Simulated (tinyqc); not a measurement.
Weaire-Thorpe hybrids on a Bethe lattice: gap and dangling bond of an amorphous tetrahedral solid, step by step. Values are carried at full precision from step to step, so a last printed digit may differ when a step is redone from the rounded ones.

Four sp3 hybrids an atom at energy 0, coupled by -V1 on the atom and by -V2 along a bond; the bonds form a tree (no rings). For any network the gap runs at least from -V2 + V1 to V2 - 3 V1, and p-like states pile up at -V2 + V1 and V2 + V1. On the tree the gap is wider: it ends at Ec = -V1 + sqrt(V2^2 + 4 V1^2 - 2 sqrt3 V1 V2), which makes it well wider than the gaps of the real glasses. A branch seen from a hybrid has the self-energy S = V2^2 g, where g is the Green function of the hybrid across the bond, whose three partners carry S themselves. With a = z - V1, b = a - S: g = 1/(a + V1 b/(b + 3 V1)), z = E + i eta. A full atom has G = (1/b)(b + 3 V1)/(b + 4 V1) per hybrid; a dangling hybrid with shift dh has G = 1/(1/g - dh).

Parameters, chosen for this exercise (of the size of tabulated hybrid energies for amorphous silicon; not measured data):
- V1 = 1.82 eV (coupling of two hybrids on one atom)
- V2 = 4.54 eV (coupling of the two hybrids of a bond)
- E = -3.66 eV (energy)
- eta = 0.02 eV (broadening)
- dh = -1.52 eV (shift of the dangling hybrid (rehybridisation))

## Edges

Bounds -V2 + V1 and V2 - 3 V1. On the tree the s-like bands are narrower: E = -V1 -/+ sqrt(V2^2 + 4 V1^2 + V1 V2 e) with e from -2 sqrt3 to 2 sqrt3 (for a crystal, -4 to 4), so the conduction edge is -V1 + sqrt(V2^2 + 4 V1^2 - 2 sqrt3 V1 V2).

edges (eV): Ev -2.7200, Ec(bound) -0.9200, Ec(tree) 0.4687

gaps (eV): (bound, reached in the crystal) 1.8000, (tree) 3.1887

The gap needs no periodicity, only V2 > 2 V1 (here V2/V1 = 2.495); leaving out rings widens it by 1.389 eV. Two parameters give the trend, not the value.

## The self-energy at one energy

S = V2^2 g is a quadratic A S^2 + B S + C = 0 with A = a + V1, B = -(a (a + 4 V1) + V2^2), C = V2^2 (a + 3 V1), a = z - V1. Of the two roots take the one with Im S < 0 (if both qualify, the decaying one, with the smaller |V1 V2 g/(b + 3 V1)|).

A, B, C: -3.6600+0.0200i  -10.7472+0.0736i  -0.4122+0.4122i

roots (eV): -0.0386+0.0391i  -2.8978-0.0351i

S = -2.8978-0.0351i eV

## Densities at that energy

With z = E + i eta, b = z - V1 - S: full atom G = (b + 3 V1)/(b (b + 4 V1)); g = S/V2^2; dangling hybrid 1/(1/g - dh); densities -Im G/pi.

G (1/eV): (bulk) -0.2371-0.0068i, (dangling with dh = 0) -0.1406-0.0017i, (dangling with dh) -0.1788-0.0028i
densities (1/eV): (bulk) 0.0022, (dangling with dh = 0) 0.0005, (dangling with dh) 0.0009

## The dangling-bond level

For eta = 0 the level solves 1/g(E) = dh inside the gap (bisection); its weight on the dangling hybrid is 1/(d(1/g)/dE), by central differences with step 1e-5 eV.

level = -0.9100 eV
above Ev = 1.8100 eV
weight on the dangling hybrid = 0.642

The level lies at 57 % of the gap of the tree; 36 % of it spreads over the back bonds.

## Checks

- Conduction edge from the formula against the zero of the discriminant: both 0.468672.
- S from the quadratic against damped iteration of S = V2^2 g: both -2.897810.

Program tinyqc; command `OMP_NUM_THREADS=1 python tinyqc.py 1480961 1480962 out.jsonl`; about 0.03 s on one thread of a shared Intel(R) Xeon(R) Processor @ 2.30GHz.
